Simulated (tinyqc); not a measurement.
Worked calculation: empirical pseudopotential in a few plane waves. Computed by tinyqc, a small Python program that keeps every step. Settings: plane-wave index or count = 15. Command: `OMP_NUM_THREADS=1 python tinyqc.py 31223 31224 out.jsonl` (the two numbers bound the seeds that draw the settings). One thread of a shared host (Intel(R) Xeon(R) Processor @ 2.60GHz), about 0.2 s of CPU time with the checks.

## Bloch Hamiltonian at G

Parameters chosen for this model: fcc lattice, atoms at +/- a/8 (1,1,1); form factors in rydberg at |G|^2 in units of (2 pi/a)^2:
```
parameter                 value      unit
a                      5.410000  angstrom
VS(3)                 -0.199000        Ry
VS(8)                  0.032000        Ry
VS(11)                 0.032000        Ry
VA(3)                  0.096000        Ry
VA(4)                  0.072000        Ry
VA(11)                 0.013000        Ry
hbar^2/2m (2 pi/a)^2   5.139113        eV
```

k point G (2 pi / a): 0  0  0

Basis: the 15 shortest G (labels in 2 pi/a), the same at every k. H(G,G') = c |k + G|^2 delta + VS(|G-G'|^2) cos((G-G').tau) + i VA sin((G-G').tau), tau = a/8 (1,1,1); 1 Ry = 13.605693 eV.

H(k) at G (eV):
```
                     +0+0+0               -1-1-1               -1-1+1               -1+1-1
+0+0+0             0.000000   1.914515+0.923585i  -1.914515+0.923585i  -1.914515+0.923585i
-1-1-1   1.914515-0.923585i            15.417338   0.000000-0.979610i   0.000000-0.979610i
-1-1+1  -1.914515-0.923585i   0.000000+0.979610i            15.417338             0.435382
-1+1-1  -1.914515-0.923585i   0.000000+0.979610i             0.435382            15.417338
-1+1+1  -1.914515+0.923585i            -0.435382   0.000000+0.979610i   0.000000+0.979610i
+1-1-1  -1.914515-0.923585i   0.000000+0.979610i             0.435382             0.435382
+1-1+1  -1.914515+0.923585i            -0.435382   0.000000+0.979610i             0.000000
+1+1-1  -1.914515+0.923585i            -0.435382             0.000000   0.000000+0.979610i
+1+1+1   1.914515+0.923585i             0.000000            -0.435382            -0.435382
-2+0+0   0.000000-0.979610i  -1.914515+0.923585i  -1.914515-0.923585i  -1.914515-0.923585i
+0-2+0   0.000000-0.979610i  -1.914515+0.923585i  -1.914515-0.923585i   0.307862-0.125069i
+0+0-2   0.000000-0.979610i  -1.914515+0.923585i   0.307862-0.125069i  -1.914515-0.923585i
+0+0+2   0.000000+0.979610i  -0.307862-0.125069i   1.914515+0.923585i  -0.307862+0.125069i
+0+2+0   0.000000+0.979610i  -0.307862-0.125069i  -0.307862+0.125069i   1.914515+0.923585i
+2+0+0   0.000000+0.979610i  -0.307862-0.125069i  -0.307862+0.125069i  -0.307862+0.125069i

                     -1+1+1               +1-1-1               +1-1+1               +1+1-1
+0+0+0  -1.914515-0.923585i  -1.914515+0.923585i  -1.914515-0.923585i  -1.914515-0.923585i
-1-1-1            -0.435382   0.000000-0.979610i            -0.435382            -0.435382
-1-1+1   0.000000-0.979610i             0.435382   0.000000-0.979610i             0.000000
-1+1-1   0.000000-0.979610i             0.435382             0.000000   0.000000-0.979610i
-1+1+1            15.417338             0.000000             0.435382             0.435382
+1-1-1             0.000000            15.417338   0.000000-0.979610i   0.000000-0.979610i
+1-1+1             0.435382   0.000000+0.979610i            15.417338             0.435382
+1+1-1             0.435382   0.000000+0.979610i             0.435382            15.417338
+1+1+1   0.000000+0.979610i            -0.435382   0.000000+0.979610i   0.000000+0.979610i
-2+0+0   1.914515-0.923585i   0.307862-0.125069i  -0.307862-0.125069i  -0.307862-0.125069i
+0-2+0  -0.307862-0.125069i  -1.914515-0.923585i   1.914515-0.923585i  -0.307862-0.125069i
+0+0-2  -0.307862-0.125069i  -1.914515-0.923585i  -0.307862-0.125069i   1.914515-0.923585i
+0+0+2  -1.914515+0.923585i  -0.307862+0.125069i  -1.914515+0.923585i   0.307862+0.125069i
+0+2+0  -1.914515+0.923585i  -0.307862+0.125069i   0.307862+0.125069i  -1.914515+0.923585i
+2+0+0   0.307862+0.125069i   1.914515+0.923585i  -1.914515+0.923585i  -1.914515+0.923585i

                     +1+1+1               -2+0+0               +0-2+0               +0+0-2
+0+0+0   1.914515-0.923585i   0.000000+0.979610i   0.000000+0.979610i   0.000000+0.979610i
-1-1-1             0.000000  -1.914515-0.923585i  -1.914515-0.923585i  -1.914515-0.923585i
-1-1+1            -0.435382  -1.914515+0.923585i  -1.914515+0.923585i   0.307862+0.125069i
-1+1-1            -0.435382  -1.914515+0.923585i   0.307862+0.125069i  -1.914515+0.923585i
-1+1+1   0.000000-0.979610i   1.914515+0.923585i  -0.307862+0.125069i  -0.307862+0.125069i
+1-1-1            -0.435382   0.307862+0.125069i  -1.914515+0.923585i  -1.914515+0.923585i
+1-1+1   0.000000-0.979610i  -0.307862+0.125069i   1.914515+0.923585i  -0.307862+0.125069i
+1+1-1   0.000000-0.979610i  -0.307862+0.125069i  -0.307862+0.125069i   1.914515+0.923585i
+1+1+1            15.417338  -0.307862-0.125069i  -0.307862-0.125069i  -0.307862-0.125069i
-2+0+0  -0.307862+0.125069i            20.556450             0.435382             0.435382
+0-2+0  -0.307862+0.125069i             0.435382            20.556450             0.435382
+0+0-2  -0.307862+0.125069i             0.435382             0.435382            20.556450
+0+0+2  -1.914515-0.923585i            -0.435382            -0.435382             0.000000
+0+2+0  -1.914515-0.923585i            -0.435382             0.000000            -0.435382
+2+0+0  -1.914515-0.923585i             0.000000            -0.435382            -0.435382

                     +0+0+2               +0+2+0               +2+0+0
+0+0+0   0.000000-0.979610i   0.000000-0.979610i   0.000000-0.979610i
-1-1-1  -0.307862+0.125069i  -0.307862+0.125069i  -0.307862+0.125069i
-1-1+1   1.914515-0.923585i  -0.307862-0.125069i  -0.307862-0.125069i
-1+1-1  -0.307862-0.125069i   1.914515-0.923585i  -0.307862-0.125069i
-1+1+1  -1.914515-0.923585i  -1.914515-0.923585i   0.307862-0.125069i
+1-1-1  -0.307862-0.125069i  -0.307862-0.125069i   1.914515-0.923585i
+1-1+1  -1.914515-0.923585i   0.307862-0.125069i  -1.914515-0.923585i
+1+1-1   0.307862-0.125069i  -1.914515-0.923585i  -1.914515-0.923585i
+1+1+1  -1.914515+0.923585i  -1.914515+0.923585i  -1.914515+0.923585i
-2+0+0            -0.435382            -0.435382             0.000000
+0-2+0            -0.435382             0.000000            -0.435382
+0+0-2             0.000000            -0.435382            -0.435382
+0+0+2            20.556450             0.435382             0.435382
+0+2+0             0.435382            20.556450             0.435382
+2+0+0             0.435382             0.435382            20.556450
```

## Levels at G

Diagonalise the Hermitian matrix.

eigenvalues (eV): -2.981151  11.695190  11.695190  11.695190  12.823289  15.701578  15.701578  15.701578  19.685686  19.685686  19.859552  23.123593  23.123593  23.123593  26.043257

## Bands along a path

The same steps at evenly spaced points between the labelled ones.

Bands along the path (eV), lowest eight:
```
k            band 1     band 2     band 3     band 4     band 5     band 6     band 7     band 8
L         -0.997248   4.705799  10.838469  10.838469  13.073284  15.703373  15.703373  19.258092
L-G 0.25  -1.591879   5.627913  10.851393  10.851393  13.120571  15.852979  15.852979  19.498268
L-G 0.50  -2.301539   7.452039  11.097795  11.097795  13.483429  16.291447  16.291447  18.445179
L-G 0.75  -2.804133   9.746566  11.478118  11.478118  13.782110  16.093783  16.093783  16.263083
G         -2.981151  11.695190  11.695190  11.695190  12.823289  15.701578  15.701578  15.701578
G-X 0.25  -2.744864   9.842733  10.977230  10.977230  14.668302  14.916535  16.855602  16.855602
G-X 0.50  -2.070227   7.796575   9.908988   9.908988  13.401646  14.561348  18.583507  19.165460
G-X 0.75  -1.102035   6.041879   9.216559   9.216559  12.362406  13.227809  21.703010  21.804506
X         -0.281863   5.017154   9.063595   9.063595  11.991151  12.894402  24.674614  24.674614
```

With 4 band(s) filled, the highest filled level on these points lies at G and the lowest empty one at X: a gap of 0.2960 eV, indirect. This holds for the small fixed basis; with all plane waves up to |k + G|^2 = 21 (2 pi/a)^2 the gap along the path is 0.31 eV.

## Convergence with the number of plane waves

Levels at G counted from the fourth one.

Levels (eV):
```
plane waves     level 1   level 5   level 8
9            -16.198198  1.710724  1.959220
15           -14.676341  1.128099  4.006387
27           -13.982462  0.983488  4.279043
51           -13.825688  0.965235  4.333579
59           -13.783191  0.992865  4.237420
65           -13.780538  0.993501  4.228035
89           -13.776670  0.993391  4.230911
```
